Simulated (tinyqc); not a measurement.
p-type polysilicon, carrier trapping at grain boundaries: one step of the calculation.

One-dimensional grains of size Lg, uniform ionised doping N, monovalent traps Qt at each boundary at a depth Et below (for electrons) or above (for holes) the band edge there, abrupt depletion of width W on each side of a boundary, Boltzmann statistics. xi is the distance from the band edge at the grain centre to the Fermi level. Trapped charge Qt/(1 + exp((xi + VB - Et)/Vt)) = 2 N W, barrier VB = q N W^2/(2 eps0 eps_r).

Problem. Resistivity and effective mobility. n0 = NB exp(-xi/Vt); mean density n0 (1 - 2 W/Lg) by charge balance in a partly depleted grain, and n0 (sqrt(pi)/2) erf(u)/u with u = sqrt(VB/Vt) in a fully depleted one; v = sqrt(kB T/(2 pi ms m0)); barrier resistivity Vt exp(VB/Vt)/(q fe n0 v Lg); grain resistivity (1 - 2 W/Lg)/(q n0 mug); effective mobility 1/(q mean density total resistivity).

Values chosen for this exercise; values of the order met in polycrystalline silicon: temperature T = 300 K; valence-band density of states at T NB = 2.65e19 cm^-3; grain size Lg = 260 nm; mass for thermionic emission ms = 0.37 m0; correction factor of the emission rate fe = 0.12; mobility inside the grains mug = 190 cm^2/(V s).

Constants: q = 1.602176634e-19 C, kB = 1.380649e-23 J/K, m0 = 9.1093837015e-31 kg, Vt = kB T/q. Results are converted to the units shown.

W = 130 nm
xi = 0.35699751 V
VB = 0.13068704 V

Give: n0; mean density; v; barrier resistivity; grain resistivity; resistivity; effective mobility.

Solution.

n0 = 2.667e13 cm^-3
mean density = 1.050e13 cm^-3
v = 4.422e6 cm/s
barrier resistivity = 6.878e4 ohm cm
grain resistivity = 0.000 ohm cm
resistivity = 6.878e4 ohm cm
effective mobility = 8.647 cm^2/(V s)

The resistivity is 20900 times that of a single crystal with the same N and mobility mug, and the mean density is 0.105 % of N.

Computed by the program tinyqc: `OMP_NUM_THREADS=1 python tinyqc.py 2830245 2830246 out.jsonl`, one thread of a shared Intel Xeon 2.30GHz, about 0.01 s for the whole run.
